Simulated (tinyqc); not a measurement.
Sheet resistance of a shallow doped layer with concentration-dependent mobility and limited activation: one step, computed by the program tinyqc.

A layer of one dopant lies in a background of the opposite type. Current flows parallel to the surface down to the junction; depletion is ignored.

Problem. Sheet resistance. C(x) = C_s erfc(x/l). Active density N = min(C, C_a); carriers n = N - C_B; mobility mu = mu_min + (mu_max - mu_min)/(1 + ((N + C_B)/N_r)^alpha). Integrals from 0 to x_j, where C = C_B (Gauss-Legendre, 60 points on each smooth piece; 1 nm = 1e-7 cm): dose int C dx, carriers int n dx, mean mobility int n mu dx/int n dx, R_s = 1/(e int n mu dx).

Inputs (values chosen for the exercise, modelled on arsenic in silicon):
```
quantity                      value        unit
surface concentration C_s   3.6e+20      1/cm^3
length l                         41          nm
background C_B              6.2e+16      1/cm^3
mobility floor mu_min          50.6  cm^2/(V s)
mobility mu_max                1410  cm^2/(V s)
reference density N_r      9.87e+16      1/cm^3
exponent alpha                0.689           -
anneal temperature T           1150           C
```

Profile: erfc.

active limit C_a = 5.316853e+20 1/cm^3

Constants: e = 1.602176634e-19 C.

Give: chemical dose; sheet carrier density; mean mobility; sheet resistance R_s; carriers per dopant atom; product R_s x_j.

Solution.

chemical dose = 8.327e+14 1/cm^2

sheet carrier density = 8.320e+14 1/cm^2

mean mobility = 60.52 cm^2/(V s)

sheet resistance R_s = 123.9 ohm/square

carriers per dopant atom = 0.9992

product R_s x_j = 13499 ohm nm

Caution: above about 2e20 per cm^3 measured mobilities fall further than this form.
